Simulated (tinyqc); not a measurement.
Strain as a design knob: strained quantum well: band edges, subbands and transparency.

Growth on (001), barriers unstrained: tr(e) = e (2 - nu2), Z = b e (1 + nu2); Ec = Ev + Eg + ac tr(e), E_HH = Ev + av tr(e) + Z, E_LH = Ev + av tr(e) - Z (coupling to the split-off band left out).

Masses along z: me, 1/(g1 - 2 g2) for HH, 1/(g1 + 2 g2) for LH, likewise in the barrier; in the plane me, 1/(g1 + g2) for HH and 1/(g1 - g2) for LH (no mixing, which understates the hole masses away from k = 0). Level n solves k L + 2 atan[(k/m)/(kappa/mb)] = n pi, k = sqrt(m E/c), kappa = sqrt(mb (V - E)/c), c = hbar^2/2m0.

Transparency (Bernard-Duraffourg): Fc - Fv equals the lowest transition energy with n = p, n = sum m/(2 pi c) kB T ln(1 + exp((Fc - E)/kB T)) and p likewise over the listed subbands; c = hbar^2/2m0, 1/angstrom^2 = 1e16/cm^2.

Constants: hbar^2/2m0 = 3.80998211 eV angstrom^2; kB = 8.617333262e-05 eV/K; hc = 1239.841984 eV nm.

Parameters, chosen for this exercise (near those of a GaAsP/AlGaAs well; shifted at random, so the results belong to these values and not to a real crystal): nu2 = 0.922 (2 C12/C11); Eg = 1.559 eV (unstrained gap of the well); Ev = -0.852 eV (its valence edge); ac = -7.28 eV; av = 1.22 eV (Ev moves by av tr(e)); b = -1.96 eV (shear potential); Egb = 1.92 eV (gap of the barrier); Evb = -1 eV (its valence edge); L = 76 angstrom (well width); me = 0.0739 m0 (electron mass); g1 = 6.66 (gamma1); g2 = 1.89 (gamma2); meb = 0.1 m0; g1b = 5.7; g2b = 1.6; T = 350 K (temperature); es = (-0.02, -0.014, -0.008, -0.003, 0, 0.003, 0.007, 0.012) (strains).

Only the strain is changed; the unstrained gap and the masses are kept.

Results:
```
e (%)  wavelength (nm)  top hole  hh1 - lh1 (meV)  n_tr (1e12/cm^2)  share in top
-2.0               728       hh1              157             0.937          0.71
-1.4               739       hh1              117             1.031          0.69
-0.3               763       hh1               40             1.122          0.50
0.0                770       hh1               19             1.229          0.40
0.3                778       lh1               -2             1.351          0.56
0.7                803       lh1              -31             1.207          0.73
1.2                836       lh1              -67             1.120          0.87
```

Give the missing row, e (%) = -0.8.

Computed row:
```
e (%)  wavelength (nm)  top hole  hh1 - lh1 (meV)  n_tr (1e12/cm^2)  share in top
-0.8               751       hh1               76             1.035          0.63
```

n_tr is largest at e = +0.3 % (1.35), where hh1 - lh1 = -2 meV and the top subband holds 56 % of the holes, and smallest, 0.94, at -2.0 %. The top hole level turns from hh to lh, and the light from TE to TM, between 0.0 and +0.3 %. The wavelength runs from 728 to 836 nm.

Program tinyqc; command `OMP_NUM_THREADS=1 python tinyqc.py 1250182 1250183 out.jsonl`; about 0.01 s on one thread of a shared Intel(R) Xeon(R) Processor @ 2.30GHz.
